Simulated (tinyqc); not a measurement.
What each parameter does: pi bands of a honeycomb layer in tight binding.

Lattice vectors a (1,0) and a (1/2, sqrt3/2); f = exp(i ky a/sqrt3) + 2 cos(kx a/2) exp(-i ky a/(2 sqrt3)), w = |f|. H = [[D - t2 F, -t f], [., -D - t2 F]] with F = w^2 - 3, S = [[1, s0 f], [., 1]]; the levels solve det(H - E S) = 0. K = (4 pi/3a, 0), M = (pi/a, pi/(sqrt3 a)); w = 3, 1, 0 at Gamma, M, K.

Parameters, chosen for this exercise (of the size used for graphene; not measured data): a = 2.46 angstrom (lattice constant); t = 2.78 eV (nearest hopping); t2 = 0 eV (second-neighbour hopping); s0 = 0.11 (overlap of neighbours); D = 0 eV (+D on A, -D on B).

Gap at K, difference at M, and the two levels at Gamma, from (e - E)^2 - D^2 - (t + s0 E)^2 w^2 = 0, e = -t2 (w^2 - 3).

Results for these values:
```
case  gap at K (eV)  difference at M (eV)  lower at Gamma (eV)  upper at Gamma (eV)
base         0.0000                5.6281              -6.2707              12.4478
```

What happens to each result for a = 2.5092 angstrom, all else kept?

Answer: gap at K does not change at the printed digits; difference at M does not change at the printed digits; lower at Gamma does not change at the printed digits; upper at Gamma does not change at the printed digits.

The same for each parameter in turn:
```
case                 gap at K (eV)  difference at M (eV)  lower at Gamma (eV)  upper at Gamma (eV)
base                        0.0000                5.6281              -6.2707              12.4478
t = 2.919 eV                0.0000                5.9095              -6.5842              13.0701
t2 = 0.05 eV                0.0000                5.6504              -6.4962              12.0000
s0 = 0.14                   0.0000                5.6712              -5.8732              14.3793
D = 0.1 eV                  0.2000                5.6317              -6.2713              12.4484
a = 2.5092 angstrom         0.0000                5.6281              -6.2707              12.4478
```

At points fixed by symmetry a drops out; the gap at K is 2D whatever the hoppings.

Run: tinyqc, `OMP_NUM_THREADS=1 python tinyqc.py 1451607 1451608 out.jsonl`; Intel(R) Xeon(R) Processor @ 2.30GHz, one thread, shared host; about 0.01 s of CPU time with all checks.
